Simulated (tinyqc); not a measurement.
# Shape of the distribution and failure rate

For F(t) = 1 - exp(-(t/t63)^beta): mean t63 Gamma(1 + 1/beta), median t63 (ln 2)^(1/beta), deviation t63 sqrt(Gamma(1 + 2/beta) - Gamma(1 + 1/beta)^2), failure rate (beta/t63)(t/t63)^(beta - 1).

Parameters, values chosen for the exercise: characteristic time of a test capacitor t63 = 1100 s.

Result of one run:
```
mean (s)  median (s)  deviation/mean  rate at 0.01 t63 (1/s)  rate at t63 (1/s)
974.2          931.2          0.4798                7.962e-6           0.002000
```

Which Weibull slope beta gave this result: 0.5, 2.2, 3 or 4?

beta = 2.2.

The whole series:
```
beta  mean (s)  median (s)  deviation/mean  rate at 0.01 t63 (1/s)  rate at t63 (1/s)
0.5       2200       528.5           2.236                0.004545           4.545e-4
0.7       1392       651.6           1.462                0.002533           6.364e-4
1         1100       762.5           1.000                9.091e-4           9.091e-4
1.3       1016       829.8          0.7757                2.969e-4           0.001182
1.7      981.5       886.7          0.6055                6.153e-5           0.001545
2.2      974.2       931.2          0.4798                7.962e-6           0.002000
3        982.3       973.5          0.3634                2.727e-7           0.002727
4        997.0        1004          0.2805                3.636e-9           0.003636
```

The relative spread falls from 2.24 to 0.281. For beta < 1 the rate falls with time (early failures), at 1 it is constant, 9.09e-4 1/s, and above 1 it grows (wear-out): the early rate goes from 10.0 times the rate at t63 to 1.00e-6 times.

Computed by the program tinyqc: `OMP_NUM_THREADS=1 python tinyqc.py 2070006 2070007 out.jsonl`, one thread of a shared Intel Xeon 2.30GHz, about 0.01 s for the whole run.
